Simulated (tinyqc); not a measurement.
Van der Pauw, Hall and four-point-probe measurements on a doped layer: one step of the calculation.

A uniform n-type layer with sheet resistance Rs = 1/(q ns mu), point contacts, low field (mu B small).

Problem. Resistances and Hall voltage. Rs = 1/(q ns mu). For a rectangle with contacts at the corners, RA = (8 Rs/pi) sum_(k>=0) ln coth((2k + 1) pi a/(2 b)) with current along a short side b and voltage along the opposite one, RB the same with a and b exchanged; Hall voltage VH = rH B I/(q ns), negative for electrons.

Parameters, values chosen for the exercise: sheet density of the layer ns = 2.1e12 cm^-2; drift mobility mu = 550 cm^2/(V s); Hall factor rH = 1; magnetic field B = 0.55 T; current I = 50 uA; side ratio a/b of a rectangular sample with corner contacts ar = 1.46.

Constants: q = 1.602176634e-19 C. Results are converted to the units shown.

Give: Rs; RA; RB; VH.

Solution.

Rs = 5404 ohm/square
RA = 280.4 ohm
RB = 3259 ohm
VH = -8.173 mV

RB/RA = 11.6; for a square both equal Rs ln 2/pi = 1190 ohm.

tinyqc, about 0.05 s, one thread, Intel Xeon 2.30GHz (shared host): `OMP_NUM_THREADS=1 python tinyqc.py 2850192 2850193 out.jsonl`
